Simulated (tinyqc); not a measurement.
# Film and buried-oxide thickness from two coupling ratios

Problem. In a depleted film -dVT/dVb is k1 = Cs Cbox/(Cox (Cs + Cbox)) for a front channel and k2 = Cbox (Cox + Cs)/(Cox Cs) for a back channel, with Cox = eps0 eox/tox, Cs = eps0 eps_r/ts, Cbox = 3.9 eps0/tb. Find ts and tb.

Inputs (values chosen for the exercise); band and dielectric values close to those of silicon:
```
symbol  value  unit                                                               meaning
eps_r    11.7                                                       relative permittivity
eox      22.1        relative permittivity of the gate insulator (close to hafnium oxide)
tox       3.6    nm                                                   insulator thickness
```

coupling ratios for a front and a back channel: [0.017294758, 0.099077278]

Solution. With y = Cox/Cs and z = Cox/Cbox, 1/k1 = y + z and k2 = (1 + y)/z, so y = (k2/k1 - 1)/(1 + k2); the thicknesses follow from y and z.

ts = 8.20 nm
tb = 34.0 nm

Program tinyqc, `OMP_NUM_THREADS=1 python tinyqc.py 2190013 2190014 out.jsonl`; Intel Xeon 2.30GHz, shared host, one thread, about 0.3 s.
